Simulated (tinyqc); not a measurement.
Schottky barrier on an n-type semiconductor, non-linear Poisson equation by Newton steps: two steps of the calculation.

One dimension, metal at x = 0, donor density C(x) = Nd, uniform. Energies are counted from the electron Fermi level of the semiconductor and the conduction-band edge is Ec = -psi, so n = Nc exp(psi/Vt); holes follow the Fermi level of the metal, at -V, so p = Nv exp((V - psi - Eg)/Vt). Ends: psi(0) = V - phiB and psi = Vt ln(Nd/Nc) deep inside. Boltzmann statistics, full ionisation, no current, no image force in the Poisson equation.

Values chosen for this exercise; band and dielectric values close to those of 4H silicon carbide:
```
symbol    value   unit                                      meaning
T           300      K                                  temperature
Eg         3.32     eV                                     band gap
eps_r      9.58                               relative permittivity
Nc      1.71e19  cm^-3       conduction-band density of states at T
Nv      2.45e19  cm^-3          valence-band density of states at T
Nd       1.3e17  cm^-3      donor density deep in the semiconductor
phiB       1.01     eV                               barrier height
V          -3.7      V  bias of the metal against the semiconductor
```

Constants: q = 1.602176634e-19 C, kB = 1.380649e-23 J/K, Vt = kB T/q, eps0 = 8.8541878128e-14 F/cm where lengths are in cm. Results are converted to the units shown.

Task 1. Newton step. Solve the tridiagonal system a_(i-1) d_(i-1) + b_i d_i + a_i d_(i+1) = -F_i for nodes 1 to 9, with d = 0 on fixed nodes. If the largest |d| exceeds 4 Vt, the whole step is scaled down so that it equals 4 Vt.

coupling a_i, interval 0 to 9 (F/cm^2): 7.7111927e-7  6.1466028e-7  4.8470354e-7  3.8732018e-7  3.0844771e-7  2.4729772e-7  1.9277982e-7  1.5422385e-7  1.2293206e-7  9.7497838e-8

```
node  diagonal b (F/cm^2)  residual F (C/cm^2)
1           -2.3848159e-6        -3.5347030e-6
2           -2.3602444e-6                   ~0
3           -2.4592024e-6                   ~0
4           -2.6857838e-6                   ~0
5           -3.0452795e-6                   ~0
6           -3.5942931e-6                   ~0
7           -4.3350923e-6                   ~0
8           -5.2723376e-6                   ~0
9           -6.5046908e-6                   ~0
```

psi at the start, node 0 to 10 (V): -4.7100000  -0.1261396  -0.1261396  -0.1261396  -0.1261396  -0.1261396  -0.1261396  -0.1261396  -0.1261396  -0.1261396  -0.1261396

Find: Newton step d, before damping; psi after iteration 1.

Result 1.

Newton step d, before damping, node 1 to 9 (V): -1.5938  -0.4330  -0.0873  -0.0127  -0.0013  -0.0001  0.0000  0.0000  0.0000
psi after iteration 1, node 0 to 10 (V): -4.7100  -0.2295  -0.1542  -0.1318  -0.1270  -0.1262  -0.1261  -0.1261  -0.1261  -0.1261  -0.1261

Task 2. Check against the first integral. First integral for uniform doping: E_0^2 = (2 q/(eps0 eps_r)) [Nd (U - Vt + Vt exp(-U/Vt)) + Vt p_0], U = Vbi - V, Vbi = phiB - Vt ln(Nc/Nd), p_0 = Nv exp((phiB - Eg)/Vt) (deep holes neglected). Image-force lowering dphi = sqrt(q E_0/(4 pi eps0 eps_r)), at x_m = sqrt(q/(16 pi eps0 eps_r E_0)). Depletion approximation: E = sqrt(2 q Nd U/(eps0 eps_r)).

Wanted: E_0; dphi; x_m; field in the depletion approximation.

Result 2.

E_0 = 473.1 kV/cm
dphi = 84.33 mV
x_m = 0.8912 nm
field in the depletion approximation = 474.5 kV/cm

Program tinyqc, `OMP_NUM_THREADS=1 python tinyqc.py 2020148 2020149 out.jsonl`; Intel Xeon 2.30GHz, shared host, one thread, about 0.1 s.

~0 in a residual or rate marks an entry under 1e-11 of the largest of its column.
